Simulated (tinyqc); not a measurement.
The sixth-power law: interface roughness in a thin film (subband fluctuation and scattering).

Square well of width t, barriers V0, c = hbar^2/2m0: E1 solves k t + 2 atan[(k/mz)/(kappa/mb)] = pi, k = sqrt(mz E/c), kappa = sqrt(mb (V0 - E)/c). One interface is rough, so the subband edge fluctuates by G dt with G = |dE1/dt| (central difference of 0.01 angstrom; 2 E1/t for hard walls).

Gaussian roughness spectrum S(q) = pi D^2 Lc^2 exp(-q^2 Lc^2/4). Degenerate gas, taken to fill one subband (the second starts to fill once c kF^2/md exceeds E2 - E1, which is not tested here): kF = sqrt(2 pi Ns/gv), q = 2 kF sin(theta/2), 1/tau = (md/(2 pi c hbar)) G^2 times the integral from 0 to pi of S(q)(1 - cos theta)/eps(q)^2 dtheta, eps(q) = 1 + qs/q with screening (qs = gv md q0/(c eps), q0 = e^2/(4 pi eps0), form factors left out, which overstates the screening; other scattering is left out too, so these values lie far above measured mobilities in all but the thinnest films) or 1 without; mobility = tau c2/md with c2 = e/m0 = 1.75882e15 cm^2/(V s^2); 1e12/cm^2 = 1e-4/angstrom^2.

Constants: hbar^2/2m0 = 3.80998211 eV angstrom^2; hbar = 6.58211957e-16 eV s; e^2/(4 pi eps0) = 14.39964547 eV angstrom.

Inputs chosen for the exercise (near those of a thin Si channel on (100), two-fold valleys; shifted at random, so the results belong to these values and not to a real crystal):
- mz = 0.935 m0 (confinement mass)
- V0 = 3.09 eV (barrier)
- mb = 0.54 m0 (barrier mass)
- md = 0.188 m0 (mass in the plane)
- gv = 2 (valleys)
- D = 1.8 angstrom (rms height of the roughness)
- Lc = 32 angstrom (correlation length)
- Ns = 4 x 1e12/cm^2 (sheet density)
- eps = 7.9 (mean dielectric constant at the channel)
- ts = (13, 17, 20, 24, 30, 38, 50) angstrom (thicknesses)

Screened mobility against thickness for the finite barrier and for hard walls.

Results:
```
t (angstrom)  E1 (meV)  G (meV/angstrom)  mobility (cm^2/(V s))  the same, hard walls
13               184.1            24.807               1.70e+03                   779
17               114.2            12.145               7.08e+03              3.90e+03
20                84.9             7.795               1.72e+04              1.03e+04
24                60.6             4.704               4.72e+04              3.08e+04
30                39.9             2.511               1.66e+05              1.18e+05
38                25.5             1.280               6.37e+05              4.86e+05
50                15.0             0.580               3.10e+06              2.52e+06
```

What can be read from this table?

With hard walls G goes as 1/t^3 and the mobility as t^6. With the finite barrier the local exponent is 5.32 at the thin end and 5.77 at the thick end, since the envelope leaks out and softens the dependence. The least value is 1.7e+03 cm^2/(V s). The gate field, which also presses carriers to the interface, is left out. Below about 20 angstrom the effective-mass picture is itself doubtful. Up to t = 20 angstrom G D exceeds half of EF - E1, where the Born rate fails.

Run: tinyqc, `OMP_NUM_THREADS=1 python tinyqc.py 1281026 1281027 out.jsonl`; Intel(R) Xeon(R) Processor @ 2.30GHz, one thread, shared host; about 0.01 s of CPU time with all checks.
